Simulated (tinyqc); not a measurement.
From results back to parameters: Koster-Slater impurity in an sp3s* host.

Problem. In the Koster-Slater model a defect shifts the s level of its site by Vs and the p levels by Vp; an A1 level solves 1/Vs = G_s(E) and a T2 level 1/Vp = G_p(E), E from the top of the valence band. A defect has an A1 level at E = 1.3954 eV, one of the energies of the table, and a T2 level at 0.8372 eV.

G(E) of the host (1/eV):

| E (eV) | G_s | G_p |
|---|---|---|
| 0.0000 | -0.0884988 | 0.0357913 |
| 0.2791 | -0.1100069 | -0.0200487 |
| 0.5582 | -0.1347135 | -0.0555689 |
| 0.8372 | -0.1645287 | -0.0877682 |
| 1.1163 | -0.2022766 | -0.1216460 |
| 1.3954 | -0.2528528 | -0.1624381 |
| 1.6745 | -0.3260098 | -0.2204592 |
| 1.9535 | -0.4457729 | -0.3306691 |
| 2.2326 | -0.7622520 | -1.1535717 |

Find: Vs, Vp.

Solution. Read G_s and G_p at the two energies and invert them. Vs is attractive and pulls its level down from the conduction bands. Vp is attractive and pulls its level down from the conduction bands.

Vs, Vp (eV): -4.0  -11.4

Program tinyqc; command `OMP_NUM_THREADS=1 python tinyqc.py 1481815 1481816 out.jsonl`; about 0.03 s on one thread of a shared Intel(R) Xeon(R) Processor @ 2.30GHz.
